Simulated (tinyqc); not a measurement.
Inside a calculation. Model: lateral field, substrate current, probability of reaching the oxide barrier and hot-carrier lifetime of a silicon transistor (pseudo-two-dimensional and lucky-electron models). Computed by tinyqc, a small Python program that keeps every step. Command: `OMP_NUM_THREADS=1 python tinyqc.py 3002986 3002987 out.jsonl hotcar walk`. One thread of a shared host (Intel(R) Xeon(R) Processor @ 2.30GHz), about 0.01 s of CPU time with the checks. Intermediate numbers are printed to about 5 digits and carried at full precision; extremes and crossings named in words are read from the listed rows.

Local-field models: a lucky carrier gains its energy at the peak field over a path free of collisions. Voltages are magnitudes.

Inputs (values chosen for the exercise, modelled on a silicon p-channel):
```
quantity                             value                      unit
channel length L                       430                        nm
oxide thickness t                      9.2                        nm
junction depth x_j                      79                        nm
mobility mu                            110                cm^2/(V s)
saturation velocity v_s               0.75                  1e7 cm/s
threshold voltage V_T                 0.75                         V
gate voltage V_G                       1.8                         V
drain voltage V_D                      3.5                         V
ionisation prefactor A_i           6.9e+06                      1/cm
ionisation field B_i                  3.84                     MV/cm
hot-carrier mean free path lambda      4.9                        nm
oxide barrier phi_b                    4.6                        eV
interface-trap threshold phi_it        4.8                        eV
lifetime constant H                     70  s microampere/micrometre
```

Drain: abrupt.

Constants: eps_0 = 8.8541878128e-12 F/m.

## Saturation point and current

C_ox = 3.9 eps_0/t; F_sat = 2 v_s/mu; V_Dsat = V_ov F_sat L/(V_ov + F_sat L), V_ov = V_G - V_T; I_D/W = C_ox v_s (V_ov - V_Dsat).

F_sat = 136.36 kV/cm

V_Dsat = 0.89053 V

drain current I_D/W = 44.891 microampere/micrometre

## Peak lateral field

Scale length l = 0.22 t^(1/3) x_j^(1/2) (all in cm); F_m = sqrt(((V_D - V_Dsat)/l_e)^2 + F_sat^2), with l_e = l; length of the velocity-saturated region l_e ln((V_D - V_Dsat)/(l_e F_sat) + F_m/F_sat).

scale length l = 60.140 nm

peak field F_m = 454.82 kV/cm

velocity-saturated length = 112.73 nm

energy gained over one free path, e lambda F_m = 0.22286 eV

The field rises from F_sat to F_m as cosh(x/l_e), a factor 3.3, over 26 % of L. Caution: the empirical formula for l was fitted to oxides of about 15 nm or more; for thinner ones it is an extrapolation. Caution: e V_D is below phi_b or phi_it, so the available energy, not the field, limits hot carriers, and the lucky-electron formulas overstate them.

## Hot-carrier currents and lifetime

Substrate current I_sub/I_D = (A_i/B_i)(V_D - V_Dsat) exp(-B_i/F_m); probability of reaching the oxide barrier exp(-phi_b/(e lambda F_m)); lifetime tau = (H/(I_D/W)) exp(phi_it/(e lambda F_m)).

I_sub/I_D = 0.0010101

substrate current I_sub/W = 0.045345 microampere/micrometre

probability of reaching phi_b = 1.0862e-09

lifetime tau = 3.5219e+09 s

exponent m = phi_it/(e lambda B_i) = 2.5510

Since both exponentials depend on 1/F_m, tau I_D scales about as (I_sub/I_D)^(-m) with m = 2.55, which lets I_sub serve as the monitor. The lifetime is 11.2 times ten years (3.156e8 s).

## Substrate current against gate voltage

The formulas are those given above.

At the given drain voltage:
```
V_G (V)  V_Dsat (V)  I_D/W (microampere/micrometre)  F_m (kV/cm)  I_sub/W (microampere/micrometre)     tau (s)
0.91         0.1558                            1.20       572.55                          0.008789  1.5765e+09
1.10         0.3303                            5.55       544.41                          0.027322  8.2297e+08
1.30         0.5028                           13.28       516.68                          0.042329  9.0345e+08
1.60         0.7424                           30.29       478.38                          0.049010  1.8069e+09
2.00         1.0304                           61.83       432.70                          0.038388  7.6907e+09
2.50         1.3478                          113.23       382.97                          0.019353  7.9410e+10
2.90         1.5732                          162.38       348.20                          0.009130  7.1208e+11
3.40         1.8251                          232.20       310.08                          0.002925  1.5816e+13
3.90         2.0492                          309.89       277.11                          0.000775  5.0825e+14
```

I_sub peaks at V_G = 1.6 V, 0.46 V_D: a higher gate voltage brings more carriers but raises V_Dsat and so lowers F_m. The shortest lifetime among the rows lies at V_G = 1.1 V, below that of the largest I_sub, since tau depends more steeply on the field.

## Extrapolating accelerated tests

V_10 solves tau = 3.156e8 s at the given V_G. The extrapolation fits ln(tau) against 1/V_D at 1, 1.08, 1.16 and 1.25 times the given V_D (rounded to 3 digits) by least squares and reads off the same tau.

Stress points:
```
V_D (V)  1/V_D (1/V)     tau (s)
3.50         0.28571  3.5219e+09
3.78         0.26455  5.1435e+08
4.06         0.24631  1.0188e+08
4.38         0.22831  2.1414e+07
```

ten-year drain voltage V_10 = 3.8597 V

V_10 from the 1/V_D extrapolation = 3.8639 V

The extrapolation is 4 mV above the true value. At V_10 the available energy e V_D is below phi_it, so the model understates the lifetime there.

Checks made by the program: voltage drop as the integral of F_sat cosh(x/l_e) over the saturated length (relative difference below 1e-10).
